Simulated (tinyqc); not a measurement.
## Modulation-doped quantum well, Poisson-Schroedinger loop with local exchange and correlation: effect of the temperature

A well of width L centred at z = 0 between barriers Vb; effective-mass electrons in two equivalent valleys, parabolic bands. The electrons come from donor sheets outside the mesh, a share fL of Ns on the left and the rest on the right, so the structure is neutral. Energies are counted from the band edge of the well, with U = 0 on the first node in the Hartree part.

Schroedinger equation -C d/dz (1/m) dpsi/dz + (V0 + U) psi = E psi, C = hbar^2/(2 m0), on a fine mesh (400 intervals across the well) with hard walls 2.45 nm outside the well edges (to within half a fine step); the lowest 3 levels are kept. V0 = 0 in the well and Vb outside, plus q Fz z (1 kV/cm = 1e-4 eV/nm). N_k = D Vt ln(1 + exp((EF - E_k)/Vt)), D = 2 md m0 q/(pi hbar^2), sum N_k = Ns; n = sum N_k |psi_k|^2. dU/dz = q (fL Ns - integral of n from the left)/(eps0 eps_r). Added to it: V_xc = -(2 Ry/(pi al rs)) [1 + 0.7734 (rs/21) ln(1 + 21/rs)] (Hedin-Lundqvist), al = (4/(9 pi))^(1/3), rs = (3/(4 pi n))^(1/3)/aB, aB = 4 pi eps0 eps_r hbar^2/(md m0 q^2), Ry = q/(8 pi eps0 eps_r aB) in eV. The loop is converged to 1e-9 eV; shares under 0.001 % are printed as 0.

Parameters, values chosen for the exercise; material values those of a made-up well:
- mw = 0.984 m0 (mass along z in the well)
- mb = 0.999 m0 (mass along z in the barriers)
- md = 0.209 m0 (in-plane mass)
- Vb = 0.204 eV (barrier height)
- eps_r = 12 (relative permittivity (all layers))
- L = 7.7 nm (well width)
- Ns = 7.5e11 cm^-2 (sheet density of electrons)
- fL = 0.7 (share of the donors on the left side)
- Fz = 0 kV/cm (applied field along z)

Constants: q = 1.602176634e-19 C, kB = 1.380649e-23 J/K, hbar = 1.054571817e-34 J s, m0 = 9.1093837015e-31 kg, Vt = kB T/q, eps0 = 8.8541878128e-14 F/cm where lengths are in cm, hbar^2/(2 m0) = 0.0380998212 eV nm^2. Results are converted to the units shown.

Effect of the temperature:
columns A: T (K); B: E2 - E1 (meV); C: EF - E1 (meV); D: share of E2 (%); E: centroid (nm); F: charge in the barriers (%); G: range of U in the well (meV)
```
A       B      C       D       E      F     G
4    15.1   4.30       0  -0.629  0.379  13.1
20   15.1   4.14  0.0699  -0.629  0.379  13.1
50   15.0   1.98    4.79  -0.594  0.421  13.3
100  14.8  -5.93    17.4  -0.496  0.552  14.0
150  14.6  -17.0    25.0  -0.421  0.679  14.6
200  14.6  -30.1    28.9  -0.367  0.786  15.1
300  14.6  -60.4    32.3  -0.299  0.943  15.7
400  14.6  -94.3    33.4  -0.259   1.04  16.1
```

Read the table: what changes, and by how much?

As T goes from 4 to 400, E2 - E1 falls from 15.1 to 14.6 meV, EF - E1 falls from 4.30 to -94.3 meV and the share of E2 rises from 0 to 33.4 %. EF stays below E2 throughout.

Numbers from tinyqc (`OMP_NUM_THREADS=1 python tinyqc.py 2140149 2140150 out.jsonl`; about 0.3 s on one thread of a shared Intel Xeon 2.30GHz).
